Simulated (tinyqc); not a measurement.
Stoner model of a band magnet at zero temperature. Changing the filling n per spin orbital. Computed by tinyqc, a small Python program. Command: `OMP_NUM_THREADS=1 python tinyqc.py 3001671 3001672 out.jsonl stoner sweep`. One thread of a shared host (Intel(R) Xeon(R) Processor @ 2.30GHz), about 0.02 s of CPU time with the checks.

Five orbitals per spin share one band; u = (E - E_bottom)/W runs from 0 to 1, and the states per spin, atom and energy are g = 5 d(u)/W with d = (3/2) sqrt(u). N(u) is the integral of d from 0. The moment m = n_up - n_down (electrons per atom) moves the fillings to n +/- m/10; the energy is E(m) = E_band(m) - I m^2/4.

Inputs (values chosen for the exercise, for a model d band): band width W = 5 eV; Stoner parameter I = 0.547 eV; start moment m0 = 0.49 mu_B; largest number of steps = 600.

Density of states: free-electron (square root).

Method. Solve N(u_F) = n; g_F = 5 d(u_F)/W; the Stoner product is I g_F. Split the bands by Delta = I m, find the common Fermi level that keeps 10 n electrons, and read m(out) = 5 [N(u + Delta/(2W)) - N(u - Delta/(2W))], N clipped to 0 and 1. Start from m0 (at most 0.9 m_max, m_max = 10 min(n, 1 - n)); stop when m changes by less than 1e-8; moments under 1e-5 count as 0.

One run for each value:
```
filling n per spin orbital  moment m (mu_B)  Stoner product I g_F  g_F (1/eV)
0.08                                      0               0.35354      0.6463
0.16                                      0               0.44544      0.8143
0.25                                      0               0.51688      0.9449
0.33                                      0               0.56700      1.0366
0.42                                      0               0.61446      1.1233
0.58                                      0               0.68426      1.2509
0.67                                      0               0.71797      1.3126
0.75                                      0               0.74547      1.3628
0.84                                      0               0.77417      1.4153
0.92                                      0               0.79801      1.4589
```

Describe and explain the trends.

Over the rows, moment m (mu_B) does not change; Stoner product I g_F rises from 0.354 to 0.798 (exponent d ln y / d ln x about 0.33 throughout); g_F (1/eV) rises from 0.646 to 1.46 (exponent d ln y / d ln x about 0.33 throughout). Rows at saturation, m = 10 min(n, 1 - n): 0 of 10. The filling sets I g_F through the shape of the band. Left out: 0.500 (half filling).

Extremes, crossings and ranges named in words are read from the listed rows.
